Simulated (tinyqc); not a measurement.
Gas flow in a process chamber: flow regimes, conductance, effective pumping speed, pump-down, outgassing and purge: one step, computed by the program tinyqc.

Ideal gas, isothermal flow, a pump of constant speed at the end of a round pipe; process gas, volume gas and outgassing are given the same properties. 1 sccm = 101325 Pa x 1e-6 m^3/60 s x T/273.15 K.

Question. Purging a well-mixed chamber. With steady flow a contaminant decays as exp(-t/residence time); gas used = flow x time.

Inputs (values chosen for the exercise, modelled on hydrogen near room temperature): temperature T = 350 K; process gas flow = 550 sccm.

residence time = 0.5289522 s

Give: time to dilute 1e3 times; time to dilute 1e6 times; gas used for 1e6.

Answer.

time to dilute 1e3 times = 3.6539 s

time to dilute 1e6 times = 7.3077 s

gas used for 1e6 = 66.988 standard cm^3
